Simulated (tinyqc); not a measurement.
Yield per ion against the flux ratio: ion-assisted plasma etching: sheath, surface coverage, synergy and aspect-ratio dependence. Computed by tinyqc, a small Python program. Command: `OMP_NUM_THREADS=1 python tinyqc.py 3025174 3025175 out.jsonl etch walk`. One thread of a shared host (Intel(R) Xeon(R) Processor @ 2.30GHz), about 0.05 s of CPU time with the checks.

Radicals adsorb on bare sites; ions remove covered sites with a high yield and bare sites by sputtering; a slow spontaneous reaction acts everywhere, walls included.

Inputs (values chosen for the exercise, close to those used for silicon in a halogen plasma):
```
quantity                                value       unit
plasma density n_e                      2e+11     1/cm^3
electron temperature T_e                  2.1         eV
ion mass M_i                               71          u
sheath voltage V                          580          V
radical density n                     1.3e+14     1/cm^3
radical mass M_n                         35.5          u
gas temperature T_g                       300          K
sticking coefficient s                   0.17          -
radicals per removed unit x                 3          -
yield slope b                             0.2  eV^(-1/2)
threshold E_th                             18         eV
sputter slope b_p                       0.026  eV^(-1/2)
sputter threshold E_p                      38         eV
spontaneous reaction probability k_c    2e-05          -
solid density N                         5e+22     1/cm^3
ion temperature T_i                      0.51         eV
```

Feature: round hole.

Constants: e = 1.602176634e-19 C; u = 1.6605390666e-27 kg; k_B = 1.380649e-23 J/K; eps_0 = 8.8541878128e-12 F/m.

Method:
- Bohm speed u_B = sqrt(e T_e/M_i); ion flux G_i = 0.61 n_e u_B; radical flux G_n = n c/4 with c = sqrt(8 k_B T_g/(pi M_n)).
- Debye length lambda_D = sqrt(eps_0 T_e/(e n_s)) with n_s = 0.61 n_e, T_e in volts; Child-law sheath d = (sqrt2/3) lambda_D (2 V/T_e)^(3/4); ion energy E = V + T_e/2; angular spread = arctan(sqrt(T_i/E)).
- Yields: Y = b (sqrt(E) - sqrt(E_th)) on covered sites, Y_p = b_p (sqrt(E) - sqrt(E_p)) on bare ones (zero below threshold).
- Steady coverage: s G_n (1 - theta) = x Y G_i theta; removal flux = Y G_i theta + Y_p G_i (1 - theta) + k_c G_n; rate = flux/N, 1 cm/s = 6e8 nm/min.
- The ion flux is fixed and the radical flux set by the ratio; the removal per ion is the removal flux over G_i.

yield Y = 3.97247

sputter yield Y_p = 0.466455

ion flux G_i = 2.06097e+16 1/(cm^2 s)

Open field:
```
G_n/G_i    theta  rate (nm/min)  removal per ion
0.3      0.00426         119.06           0.4814
1        0.01406         127.56           0.5158
3        0.04104         150.96           0.6104
10       0.12484         223.66           0.9043
30       0.29969         375.37           1.5178
100      0.58788         625.60           2.5296
300      0.81059         819.70           3.3144
1000     0.93449         930.60           3.7628
3000     0.97717         977.49           3.9524
```

What follows from these numbers?

Coverage reaches one half at G_n/G_i = x Y/s = 70.1. Below that the ion-assisted part follows the radical flux, on top of the sputter floor Y_p = 0.466; above it the ion-assisted part saturates at Y = 3.97 per ion.
